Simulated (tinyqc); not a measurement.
# Worked calculation: van der Pauw, Hall and four-point-probe measurements on a doped layer

Computed by the program tinyqc: `OMP_NUM_THREADS=1 python tinyqc.py 2850104 2850105 out.jsonl`, one thread of a shared Intel Xeon 2.30GHz, about 0.01 s for the whole run. Printed values are rounded.

A uniform p-type layer with sheet resistance Rs = 1/(q ns mu), point contacts, low field (mu B small).

Inputs (values chosen for the exercise):
- ns = 2.5e15 cm^-2 (sheet density of the layer)
- mu = 51 cm^2/(V s) (drift mobility)
- rH = 0.8 (Hall factor)
- B = 0.5 T (magnetic field)
- I = 500 uA (current)
- ar = 1.9 (side ratio a/b of a rectangular sample with corner contacts)
- t = 320 nm (thickness of the layer)

Constants: q = 1.602176634e-19 C. Results are converted to the units shown.

## Resistances and Hall voltage

Rs = 1/(q ns mu). For a rectangle with contacts at the corners, RA = (8 Rs/pi) sum_(k>=0) ln coth((2k + 1) pi a/(2 b)) with current along a short side b and voltage along the opposite one, RB the same with a and b exchanged; Hall voltage VH = rH B I/(q ns), negative for electrons.

Rs = 48.9530 ohm/square
RA = 0.637438 ohm
RB = 50.1251 ohm
VH = 0.0499321 mV

RB/RA = 78.6; for a square both equal Rs ln 2/pi = 10.8 ohm.

## Starting value

z = 2 ln 2/(pi (RA + RB)), exact for RA = RB.

z at the start = 8.69285 mS

## Iteration 1: new z

The van der Pauw equation exp(-pi RA z) + exp(-pi RB z) = 1 is solved for z = 1/Rs: e1 = exp(-pi RA z), e2 = exp(-pi RB z), f = e1 + e2 - 1, f' = -pi (RA e1 + RB e2), z(new) = z - f/f'.

e1 = 0.982743
e2 = 0.254390
f = 0.237133
f' = -0.0420275 kohm
z after iteration 1 = 14.3352 mS

## Iteration 2: new z

As before.

e1 = 0.971701
e2 = 0.104622
f = 0.0763233
f' = -0.0184211 kohm
z after iteration 2 = 18.4784 mS

## Iteration 3: new z

As before.

e1 = 0.963672
e2 = 0.0544840
f = 0.0181559
f' = -0.0105096 kohm
z after iteration 3 = 20.2060 mS

## Course of the iteration

Stop when the step is below 1e-10 mS, or after 40 iterations.

Course of the iteration:

| iteration | z before the step (mS) | step (mS) |
|---|---|---|
| 1 | 8.69285 | 5.64 |
| 2 | 14.3352 | 4.14 |
| 3 | 18.4784 | 1.73 |
| 4 | 20.2060 | 0.219 |
| 5 | 20.4248 | 2.97e-3 |
| 6 | 20.4278 | 5.34e-7 |
| 7 | 20.4278 | 0 |

Converged in 7 iterations.

## Sheet density, mobility and bulk values

converged z = 20.4278 mS

Rs = 1/z; Hall sheet density B I/(q |VH|); Hall mobility |VH|/(Rs B I); true values ns = rH times the Hall density, mu = Hall mobility/rH; bulk density ns/t, resistivity Rs t; correction factor F = Rs/[(pi/ln 2)(RA + RB)/2].

Rs = 48.9530 ohm/square
Hall sheet density = 3.125e15 cm^-2
Hall mobility = 40.8 cm^2/(V s)
ns = 2.5e15 cm^-2
mu = 51 cm^2/(V s)
bulk density = 7.81250e19 cm^-3
resistivity = 0.00156650 ohm cm
F = 0.425541

Taking the mean of RA and RB without F would overstate Rs by 130 %.
